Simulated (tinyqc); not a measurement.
## Heated strip on a layer stack, thermal resistances with spreading: effect of the width of the heated strip

A long strip of width ws dissipates Pw per length on three layers over a heat sink. Heat is taken to spread at 45 degrees, so the width of the flow grows by twice the depth: w1 = ws + 2 t1, w2 = w1 + 2 t2, w3 = w2 + 2 t3 at the bottoms of the layers. This is a rule of thumb, not a solution of the heat equation.

Resistances times length: layer i, ln(w_i/w_(i-1))/(2 k_i) with w0 = ws; boundary, Rb/w1. From the sink upward: Ta = T0 + Pw R3; across layer 2 the Kirchhoff transform gives Tb^(1-p) = Ta^(1-p) + (1 - p)(300 K)^(-p) Pw R2; Tc = Tb + Pw Rboundary; Tj = Tc + Pw R1. The share is that of R1 + Rboundary in the sum of the four resistances.

Inputs (values chosen for the exercise); conductivities close to those of gallium arsenide (layer 1), gallium arsenide (layer 2) and solder (layer 3): heat-sink temperature T0 = 293 K; power per length of the strip Pw = 2.5 W/mm; thickness of layer 1 t1 = 1.3 um; conductivity of layer 1 k1 = 52.1 W/(m K); boundary resistance between layers 1 and 2 Rb = 32 m^2 K/GW; thickness of layer 2 t2 = 500 um; conductivity of layer 2 at 300 K k2 = 52.8 W/(m K); exponent in k2(T) = k2 (300 K/T)^p p = 1.1; thickness of layer 3 t3 = 20 um; conductivity of layer 3 k3 = 55.5 W/(m K).

Effect of the width of the heated strip:
```
ws (um)  sum of resistances (K mm/W)  share of layer 1 and boundary (%)  Tj - T0 (K)  (Tj - T0)/Pw (K mm/W)
0.3                           88.518                             37.062       259.84                 103.94
0.62                          80.471                             31.997       238.16                 95.263
1.3                           71.664                             26.162       213.37                 85.348
2.7                           62.534                             20.006       186.38                 74.551
5.6                           53.479                             14.141       158.35                 63.341
12                            44.585                             9.1373       129.94                 51.975
24                            37.128                             5.8988       105.95                 42.379
50                            29.805                             3.6734       82.829                 33.132
```

Read the table: what changes, and by how much?

As ws goes from 0.3 to 50 um, Tj - T0 falls from 260 to 82.8 K, on average as ws^(-0.22), and the share of layer 1 and the boundary falls from 37.1 to 3.67 %. At ws = 0.3 um Tj passes 550 K, beyond usual device limits, and k1 and k3 would no longer be constant.

Numbers from tinyqc (`OMP_NUM_THREADS=1 python tinyqc.py 2520015 2520016 out.jsonl`; about 0.01 s on one thread of a shared Intel Xeon 2.30GHz).
